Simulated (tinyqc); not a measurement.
From results back to parameters: propagation of a band-gap error through k.p and effective-mass formulas. Three cases, with inputs chosen for the exercise.

Problem. A calculation returned the electron mass below. With 1/me = 1 + Ep (E + 2 Dso/3)/(E (E + Dso)) and the given Ep and Dso, which gap E did it have, and by what factor is exp(-E/2kT) off against the gap Eg?

Constants: kB = 8.617333262e-05 eV/K.

Case 1.

Values chosen (reference values near those of CdTe, gap at low temperature; the results hold for these values, not for the real material): Eg = 1.617 eV (gap at Gamma to the s-like level); Dso = 0.899 eV (spin-orbit splitting); Ep = 18.6 eV (Kane energy); T = 300 K (temperature).

me = 0.0576574 m0

Case 2.

Values chosen (reference values near those of InP, gap at low temperature; the results hold for these values, not for the real material): Eg = 1.442 eV (gap at Gamma to the s-like level); Dso = 0.11 eV (spin-orbit splitting); Ep = 20.8 eV (Kane energy); T = 300 K (temperature).

me = 0.0231364 m0

Case 3.

Values chosen (reference values near those of GaSb, gap at low temperature; the results hold for these values, not for the real material): Eg = 0.808 eV (gap at Gamma to the s-like level); Dso = 0.752 eV (spin-orbit splitting); Ep = 27.3 eV (Kane energy); T = 300 K (temperature).

me = 0.0195178 m0

Find: X = 1/me - 1; E; log10 of the factor.
Solution. X E^2 + (X Dso - Ep) E - (2/3) Ep Dso = 0 has one positive root; the factor is exp((Eg - E)/2kT).

Case 1.

X = 1/me - 1 = 16.344
E = 0.954 eV
log10 of the factor = 5.57

Case 2.

X = 1/me - 1 = 42.222
E = 0.461 eV
log10 of the factor = 8.24

Case 3.

X = 1/me - 1 = 50.235
E = 0.428 eV
log10 of the factor = 3.19

Computed by tinyqc, one run a case: `OMP_NUM_THREADS=1 python tinyqc.py N N+1 out.jsonl` with N = 1850595, 1850629, 1850637; one thread of a shared Intel(R) Xeon(R) Processor @ 2.30GHz, about 0.01 s a run at most.
